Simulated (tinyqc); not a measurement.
From results back to parameters: carbon nanotube by zone folding. Three cases, with inputs chosen for the exercise.

Problem. d = sqrt3 acc sqrt(n^2 + nm + m^2)/pi and tan(theta) = sqrt3 m/(2n + m). Diameter and chiral angle below belong to a hidden tube.

Find: n, m; type in zone folding.

Method. With L = pi d/a, a = sqrt3 acc, the components of C are n + m/2 = L cos(theta) and sqrt3 m/2 = L sin(theta). The tube is metallic where n - m is a multiple of three.

Case 1.

Values chosen (out of a larger set: near those used for carbon; not measured data): acc = 1.44 angstrom (bond length).

d = 22.720 angstrom
theta = 27.00 degrees

Solution.

n, m: 18  15

type in zone folding: metallic

Case 2.

Values chosen (out of a larger set: near those used for carbon; not measured data): acc = 1.44 angstrom (bond length).

d = 10.321 angstrom
theta = 27.80 degrees

Solution.

n, m: 8  7

type in zone folding: semiconducting

Case 3.

Values chosen (out of a larger set: near those used for carbon; not measured data): acc = 1.44 angstrom (bond length).

d = 17.876 angstrom
theta = 30.00 degrees

Solution.

n, m: 13  13

type in zone folding: metallic

Computed by tinyqc, one run a case: `OMP_NUM_THREADS=1 python tinyqc.py N N+1 out.jsonl` with N = 1450509, 1450679, 1450754; one thread of a shared Intel(R) Xeon(R) Processor @ 2.30GHz, about 0.03 s a run at most.
